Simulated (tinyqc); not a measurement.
What each parameter does: dielectric confinement in a thin film (image charges).

A film |z| < t/2 of dielectric constant eps between half-spaces of dielectric constant e2; lam = (eps - e2)/(eps + e2), q = e^2/(4 pi eps0). The self-energy of a band edge is taken with the high-frequency value, e2 = eh, and the field of a fixed ion with the static one, e2 = eo. A charge at z has images lam^|n| at n t + (-1)^n z. Its self-energy is S(z) = (q/2 eps) sum over n >= 1 of lam^n [1/(n t - 2z) + 1/(n t + 2z)] for odd n and 2 lam^n/(n t) for even n; at the centre S(0) = -(q/(eps t)) ln(1 - lam).

Donor at the centre, lam from the static eo, trial function cos(pi z/t) exp(-rho/l): E(l) = c/(m l^2) - (q/eps) times the integral over k of F(k t) (1 + (k l/2)^2)^(-3/2), with F(x) = F0 + 2 lam exp(-x) G/(1 - lam exp(-x)), F0 = 2[(1 - exp(-x/2))/x + x (1 + exp(-x/2))/(x^2 + 4 pi^2)], G = 2 sinh(x/2)[1/x - x/(x^2 + 4 pi^2)]; c = hbar^2/2m0. The binding energy is -E at the minimum, counted from the subband edge with its self-energy.

Constants: e^2/(4 pi eps0) = 14.39964547 eV angstrom; hbar^2/2m0 = 3.80998211 eV angstrom^2; Ry = 13.60569312 eV.

Inputs chosen for the exercise (near those of a Si (100) film, two-fold valleys, between layers of HfO2; not measured data): t = 52 angstrom (film thickness); eps = 11.6 (dielectric constant of the film); eh = 3.9 (high-frequency dielectric constant outside); eo = 22.7 (static dielectric constant outside); m = 0.19 m0 (mass in the plane).

<S> is the mean over (2/t) cos^2(pi z/t).

One parameter was then changed.

Results before and after:
```
case     lam from eh  <S> (meV)  binding (meV)  l (angstrom)
base           0.497       19.0           25.8          31.2
changed        0.389       13.8           25.8          31.2
```

Which of these changes was made? (a) eo = 31.8; (b) m = 0.228 m0; (c) eh = 5.1; (d) t = 46 angstrom; (e) eps = 10.4.

Answer: (c) eh = 5.1. Of the candidates, run in turn, only this one gives the changed row.

All candidates:
```
case             lam from eh  <S> (meV)  binding (meV)  l (angstrom)
base                   0.497       19.0           25.8          31.2
t = 46 angstrom        0.497       21.5           26.4          30.3
eps = 10.4             0.455       18.8           29.7          29.0
eo = 31.8              0.497       19.0           21.7          32.0
eh = 5.1               0.389       13.8           25.8          31.2
m = 0.228 m0           0.497       19.0           29.7          27.3
```

Program tinyqc; command `OMP_NUM_THREADS=1 python tinyqc.py 1282788 1282789 out.jsonl`; about 0.04 s on one thread of a shared Intel(R) Xeon(R) Processor @ 2.30GHz.
